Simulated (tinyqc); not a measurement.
What each form factor does: empirical-pseudopotential levels.

Empirical pseudopotential on the fcc lattice, atoms at +/- tau, tau = a (1,1,1)/8, no spin-orbit coupling. H(G,G') = c (2 pi/a)^2 |k + G|^2 delta + VS(q) cos(q.tau) + i VA(q) sin(q.tau), q = G - G', c = hbar^2/2m0; k and G in units of 2 pi/a; VS at |q|^2 = 3, 8, 11 and VA at 3, 4, 11, in rydberg, zero elsewhere. The basis is fixed: all 65 G with |G|^2 up to Gcut. Energies are counted from the fourth level at Gamma.

Constants: hbar^2/2m0 = 3.80998211 eV angstrom^2; Ry = 13.60569312 eV.

Inputs chosen for the exercise (near those of Si; shifted at random, so the results belong to these values and not to a real crystal): a = 5.428 angstrom (lattice constant); VS3 = -0.205 Ry; VS8 = 0.039 Ry; VS11 = 0.078 Ry; VA3 = 0 Ry; VA4 = 0 Ry; VA11 = 0 Ry; Gcut = 16 (2 pi/a)^2 (largest |G|^2 of the fixed basis).

Lowest empty singlet and triplet at Gamma and the valence width there (fixed basis); lowest empty level at X = (1,0,0) and L = (1/2,1/2,1/2) from the valence top, these levels and that top with all |k + G|^2 up to 21. Singlet and triplet count orbital degeneracy. VS3 is VS at |q|^2 = 3, and so on. The row for a keeps the form factors fixed, so it is no model of a real expansion, which changes them too. Each row changes one parameter from the base and keeps the others.

Results:
```
case                singlet (eV)  triplet (eV)  X (eV)  L (eV)  width (eV)
base                       3.818         3.241   0.743   1.738      12.823
a = 5.482 angstrom         3.832         3.265   0.873   1.809      12.518
VS3 = -0.215 Ry            3.755         3.385   0.986   1.831      12.768
VS8 = 0.029 Ry             3.326         3.299   0.650   1.498      12.897
VS11 = 0.068 Ry            3.315         3.020   0.482   1.414      12.989
VA3 = 0.03 Ry              3.852         3.264   0.482   1.731      12.825
VA4 = 0.03 Ry              3.666         3.327   0.287   1.782      12.811
VA11 = 0.03 Ry             3.670         3.202   0.464   1.679      12.838
```

The largest shifts from the base row, up to three for each result and ties (the steps differ in size, so this ranks the rows, not the parameters). singlet (eV): VS11 -0.502, VS8 -0.492, VA4 -0.152. triplet (eV): VS11 -0.221, VS3 +0.143, VA4 +0.086. X (eV): VA4 -0.456, VA11 -0.279, VS11 -0.261. L (eV): VS11 -0.324, VS8 -0.240, VS3 +0.093. width (eV): a -0.304, VS11 +0.166, VS8 +0.074. In a diamond crystal a small VA enters the levels at Gamma and L only in second order, by symmetry, but splits the degenerate pair at X in first order.

Program tinyqc; command `OMP_NUM_THREADS=1 python tinyqc.py 1080796 1080797 out.jsonl`; about 0.3 s on one thread of a shared Intel(R) Xeon(R) Processor @ 2.30GHz.
